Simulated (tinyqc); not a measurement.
On-chip interconnect, size-dependent resistivity and RC delay: two steps of the calculation.

A rectangular line between two neighbours and two ground planes. Surface and grain-boundary scattering are added to the bulk resistivity as corrections; capacitances are parallel-plate values without fringing; inductance is ignored.

Parameters, values chosen for the exercise; metal values close to those of copper: line length Lw = 92 um; driver resistance Rd = 550 ohm; load capacitance Cl = 0.27 fF; time step dt = 130 ps.

Problem 1. Ladder and Elmore delays. 6 equal pi sections: series Rs = r Lw/6; node capacitances c Lw/6, halved at nodes 0 and 6, with Cl added to node 6; Rd feeds node 0. Elmore delay of node k: the sum, over the resistors on the path to k, of resistance times all capacitance downstream of it.

r = 1254.9301 ohm/um
c = 0.077916853 fF/um

Give: Rs; C; Elmore delay.

Solution 1.

Rs = 1.924e4 ohm

| node | C (fF) | Elmore delay (ps) |
|---|---|---|
| 0 | 0.5974 | 4.091 |
| 1 | 1.195 | 135.7 |
| 2 | 1.195 | 244.4 |
| 3 | 1.195 | 330.0 |
| 4 | 1.195 | 392.7 |
| 5 | 1.195 | 432.4 |
| 6 | 0.8674 | 449.1 |

The far-end value equals Rd (c Lw + Cl) + r Lw (c Lw/2 + Cl) for any number of pi sections; the line resistance contributes 99.1 % of it.

Problem 2. Node voltages after a time step. A 1 V step is applied behind Rd at t = 0. C dv/dt = -G v + b, with G the conductance matrix of the ladder (1/Rs between neighbours, 1/Rd added at node 0) and b = (1 V/Rd, 0, ...). Trapezoidal step: (C/dt + G/2) v(new) = (C/dt - G/2) v + b.

Rs = 19242.262 ohm

| node | C (fF) | v at t = 0 (V) |
|---|---|---|
| 0 | 0.59736254 | 0 |
| 1 | 1.1947251 | 0 |
| 2 | 1.1947251 | 0 |
| 3 | 1.1947251 | 0 |
| 4 | 1.1947251 | 0 |
| 5 | 1.1947251 | 0 |
| 6 | 0.86736254 | 0 |

Wanted: v at t = 1 dt.

Solution 2.

| node | v at t = 1 dt (V) |
|---|---|
| 0 | 1.965 |
| 1 | 1.095 |
| 2 | 0.612 |
| 3 | 0.346 |
| 4 | 0.202 |
| 5 | 0.130 |
| 6 | 0.103 |

Node 0 overshoots the 1 V source: the trapezoidal rule rings on modes much faster than dt.

Range of the model: The metal width is under the mean free path, where the thick-limit surface term and the simple sum of corrections lose accuracy.

tinyqc, about 0.01 s, one thread, Intel Xeon 2.30GHz (shared host): `OMP_NUM_THREADS=1 python tinyqc.py 2100170 2100171 out.jsonl`
